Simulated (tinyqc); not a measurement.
Comparisons within one model: six-band hole subbands of a thin body in a field. A value that a table varies takes the place of the one given here.

Basis X, Y, Z times spin, hole energies counted downwards from the unstrained edge (the hydrostatic shift is left out), c = hbar^2/2m0. For a symmetric tensor T let C(T) have C_XX = L Txx + M (Tyy + Tzz), C_XY = N Txy (cyclic), L = c (g1 + 4 g2), M = c (g1 - 2 g2), N = 6 c g3. k = q + kz n, n the unit normal, q = k1 u + k2 v with u along the channel [1-10] and v = n x u. H = C(k k^T) + (Dso/3)(1 - L.sigma) - B + e F z with (L_k)_ij = -i epsilon_kij; B is the block C built from the traceless strain with 2b, -b and sqrt(3) d in place of L, M, N. Strain: exx = eyy = (s11 + s12) sx/2, ezz = s12 sx, exy = -s44 sx/4. Hard walls at z = 0 and t; basis sin(j pi z/t), j = 1 to Nz: kz^2 = (j pi/t)^2, kz = -i D with D_jl = 4 j l/(t (j^2 - l^2)), z_jj = t/2 and z_jl = -8 t j l/(pi (j^2 - l^2))^2 for j + l odd; 1 MV/cm = 0.01 eV/angstrom.

Nz = 14. E1 is the top subband at q = 0, gap the distance to the next pair, and the masses are c q^2/(E(q) - E1) at |q| = 0.02 1/angstrom (mean of the spin pair) along the channel [1-10] and across it in the plane; a dash marks a band that does not rise.

Constants: hbar^2/2m0 = 3.80998211 eV angstrom^2.

Inputs chosen for the exercise (near those of a p-type Si channel; the results hold for these values, not for the real material): g1 = 4.27 (Luttinger gamma1); g2 = 0.34 (gamma2); g3 = 1.45 (gamma3); Dso = 0.045 eV (spin-orbit splitting); b = -2.1 eV (tetragonal potential); d = -4.85 eV (trigonal potential); S = (7.81, -2.17, 12.41) 1/TPa (compliances s11, s12, s44); face = 110 (surface); t = 40 angstrom (body thickness); F = 0.5 MV/cm (field across the body); sx = -0.5 GPa (stress along the channel [1-10], negative in compression).

## Stress along the channel

Each row has its own sx.

Results:
```
sx (GPa)  E1 (meV)  gap (meV)  m channel  m across
-3.0         -27.4       51.1      0.114     0.279
-2.0           9.0       51.1      0.114     0.279
-1.0          45.3       51.1      0.115     0.279
-0.5          63.4       51.0      0.115     0.279
0.0           81.4       50.9      0.115     0.279
0.5           99.3       50.3      0.116     0.279
1.0          116.8       46.5      0.118     0.279
```

What can be read from the table?

Under 2 GPa of compression the channel mass goes from 0.115 to 0.114 m0, the mass across at 0.279; the gap to the next subband is 51, 51 and 46 meV at -2, 0 and +1 GPa. The lightest channel mass of the table, 0.114 m0, is at -3.0 and -2.0 GPa. Compression changes the channel mass little here, since confinement on this face has already singled out the orbital that the stress favours.

## Surface orientation and number of bands

Three faces, six bands; and four bands, with Dso set to 1000 eV.

Results:
```
case           E1 (meV)  gap (meV)  m channel  m across
(001) 6 bands     168.5       33.2      0.199     1.130
(001) 4 bands     172.8       46.3      0.246     0.414
(110) 6 bands      63.4       51.0      0.115     0.279
(110) 4 bands     123.6      135.1      0.149     0.290
(111) 6 bands     109.6       39.4      0.167     0.620
(111) 4 bands     114.9      112.5      0.181     0.194
```

What can be read from the table?

With six bands the top subband is shallowest on (110) (63.4 meV) and deepest on (001). Without the stress E1 would be 179.3, 81.4 and 119.6 meV, so the stress moves it by -10.8, -18.0 and -10.0 meV. The lightest channel mass is on (110) (0.115 m0). Dropping the split-off band moves E1 by 4.3, 60.2 and 5.3 meV and the gap by 13.1, 84.1 and 73.1 meV on the three faces, with Dso = 45 meV.

## What each parameter does

Six bands. Each row changes one parameter from the base and keeps the others.

Results:
```
case             E1 (meV)  gap (meV)  m channel (m0)  m across (m0)
base                 63.4       51.0           0.115          0.279
t = 30 angstrom      63.5       53.0           0.114          0.279
F = 0.8 MV/cm        88.8       69.6           0.115          0.279
sx = -1 GPa          45.3       51.1           0.115          0.279
g3 = 1.35            82.6       67.7           0.119          0.279
g2 = 0.39            67.3       54.2           0.115          0.287
Dso = 0.068 eV       69.2       51.1           0.115          0.279
d = -3.88 eV         66.0       51.0           0.115          0.279
```

What can be read from the table?

The largest shifts from the base row, up to three for each result and ties (the steps differ in size, so this ranks the rows, not the parameters). E1 (meV): F +25.4, g3 +19.2, sx -18.1. gap (meV): F +18.6, g3 +16.7, g2 +3.2; unchanged at the printed digits by d. m channel (m0): g3 +0.004, t -0.001; unchanged at the printed digits by F, sx, g2, Dso and d. m across (m0): g2 +0.008; unchanged at the printed digits by t, F, sx, g3, Dso and d.

(tinyqc, `OMP_NUM_THREADS=1 python tinyqc.py 1250214 1250215 out.jsonl`, Intel(R) Xeon(R) Processor @ 2.30GHz, 1 thread, shared host, about 0.4 s.)
